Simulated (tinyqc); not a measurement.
Inside a calculation. Model: undoped symmetric double-gate MOSFET, analytic potential model.

tinyqc, about 0.01 s, one thread, Intel Xeon 2.30GHz (shared host): `OMP_NUM_THREADS=1 python tinyqc.py 2440005 2440006 out.jsonl` Printed values are rounded.

An undoped body of thickness ts between two equal insulators and tied gates; long channel, electrons only, n = ni exp((psi - V)/Vt) with V the quasi-Fermi potential (0 at the source, Vd at the drain), constant mobility, no quantisation. Across the body psi(x) = V - 2 Vt ln[(ts/(2 beta)) sqrt(q ni/(2 eps0 eps_r Vt)) cos(2 beta x/ts)], x from the centre. Q is the electron charge per area of the whole body.

Values chosen for this exercise; material values close to those of gallium arsenide:
- T = 250 K (temperature)
- Eg = 1.43 eV (band gap)
- eps_r = 13 (relative permittivity of the semiconductor)
- Nc = 3.32e17 cm^-3 (conduction-band density of states at T)
- Nv = 6.79e18 cm^-3 (valence-band density of states at T)
- eox = 7.76 (relative permittivity of the gate insulator)
- tox = 2.6 nm (insulator thickness)
- ts = 12 nm (body thickness)
- dphi = 0.1 V (gate work function less that of the intrinsic body)
- mu = 240 cm^2/(V s) (channel mobility)
- L = 2 um (gate length)
- Vg = 0.61 V (gate voltage)
- Vd = 0.1 V (drain voltage)

Constants: q = 1.602176634e-19 C, kB = 1.380649e-23 J/K, Vt = kB T/q, eps0 = 8.8541878128e-14 F/cm where lengths are in cm. Results are converted to the units shown.

## Constants of the body

ni = sqrt(Nc Nv) exp(-Eg/(2 Vt)), Eg in volts; r = eps_r tox/(eox ts); V0 = dphi + 2 Vt ln[(2/ts) sqrt(2 eps0 eps_r Vt/(q ni))].

ni = 5790.80 cm^-3
r = 0.362973
V0 = 0.802991 V

## Iteration 1: beta at the source by Newton steps in z = ln(tan beta)

z at the start = 0

With V = 0, t = exp(z), beta = arctan(t): f = ln(beta) + (1/2) ln(1 + t^2) + 2 r beta t - (Vg - V0)/(2 Vt); with c = t/(1 + t^2), df/dz = c/beta + t c + 2 r t (c + beta); z(new) = z - f/(df/dz).

beta = 0.785398
f = 5.15431
df/dz = 2.06975
z after iteration 1 = -2.49031

## Iteration 2: beta at the source by Newton steps in z = ln(tan beta)

As before.

beta = 0.0826954
f = 1.99495
df/dz = 1.01220
z after iteration 2 = -4.46122

## Course of the iteration: beta at the source by Newton steps in z = ln(tan beta)

Stop when z changes by less than 1e-11, or after 60 iterations.

Course of the iteration:
```
iteration         z  |change|
1          -2.49031      2.49
2          -4.46122      1.97
3          -4.47926    0.0180
4          -4.47926   7.65e-8
5          -4.47926   < 1e-12
```

Converged in 5 iterations. The changes do not fall evenly; from iteration 1 to 4 they shrink by a factor of 320 a step on average.

## Charges and drain current

beta_s = 0.0113413
beta_d = 0.00111372

beta (between 0 and pi/2) solves (Vg - V0 - V)/(2 Vt) = ln(beta) - ln(cos beta) + 2 r beta tan(beta). Q = 8 eps0 eps_r Vt beta tan(beta)/ts; I = mu (1/L)(4 eps0 eps_r/ts)(2 Vt)^2 [g(beta_s) - g(beta_d)] per width, g = beta tan(beta) - beta^2/2 + r beta^2 tan^2(beta), with beta_s at V = 0 and beta_d at V = Vd.

Qs = 0.0212647 nC/cm^2
Qd = 2.05052e-4 nC/cm^2
g(beta_s) = 6.43242e-5
g(beta_d) = 6.20186e-7
I = 5.44509e-5 uA/um

The term r beta^2 tan^2(beta), which gives the square law, makes up 0.00934 % of g at the source.

## Potential and electron density across the body at the source

x/ts, point 0 to 6: 0  0.1  0.2  0.3  0.4  0.45  0.5

psi(x) as above with V = 0 and beta = beta_s; n = ni exp(psi/Vt).

```
point   psi (V)   n (cm^-3)
0      0.509993  1.10598e14
1      0.509993  1.10599e14
2      0.509994  1.10601e14
3      0.509994  1.10604e14
4      0.509995  1.10608e14
5      0.509995  1.10610e14
6      0.509996  1.10613e14
```

The density at the surface is 1.00 times that at the centre (1/cos^2 beta).
